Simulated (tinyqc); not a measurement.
From results back to parameters: shallow acceptor in the spherical four-band model. Three cases, with inputs chosen for the exercise.

Problem. The binding energy of the ground state was computed from a hidden mu.

The ground state 1S3/2 has an L = 0 part f(r) and an L = 2 part g(r). In units of Ry* and a*, with Gaussians f_i = exp(-a_i r^2), g_i = r^2 exp(-a_i r^2), A = a_i + a_j and I(n) = Gamma((n + 1)/2)/(2 A^((n + 1)/2)): S_ff = I(2), S_gg = I(6), H_ff = (6 a_i a_j/A) I(2) - 2 I(1), H_gg = (14 a_i a_j/A) I(6) - 2 I(5), H_fg = -mu [15 I(2) - 20 a_j I(4) + 4 a_j^2 I(6)]; each function is then normalised. The split-off band is left out.

Converged values use 22 exponents 2.2^i, i = -7 to 14, for f and for g.

Case 1.

Ry* = 4.302 meV
binding energy = 9.289 meV

Case 2.

Ry* = 22.830 meV
binding energy = 28.545 meV

Case 3.

Ry* = 23.870 meV
binding energy = 29.739 meV

Find: binding in Ry*; mu; heavy/light mass ratio (1 + mu)/(1 - mu).

Solution. The binding in Ry* rises steadily with mu, so bisection finds one value.

Case 1.

binding in Ry* = 2.159
mu = 0.752
heavy/light mass ratio (1 + mu)/(1 - mu) = 7.1

Case 2.

binding in Ry* = 1.250
mu = 0.467
heavy/light mass ratio (1 + mu)/(1 - mu) = 2.8

Case 3.

binding in Ry* = 1.246
mu = 0.464
heavy/light mass ratio (1 + mu)/(1 - mu) = 2.7

Computed by tinyqc, one run a case: `OMP_NUM_THREADS=1 python tinyqc.py N N+1 out.jsonl` with N = 1251302, 1251309, 1251408; one thread of a shared Intel(R) Xeon(R) Processor @ 2.30GHz, about 0.06 s a run at most.
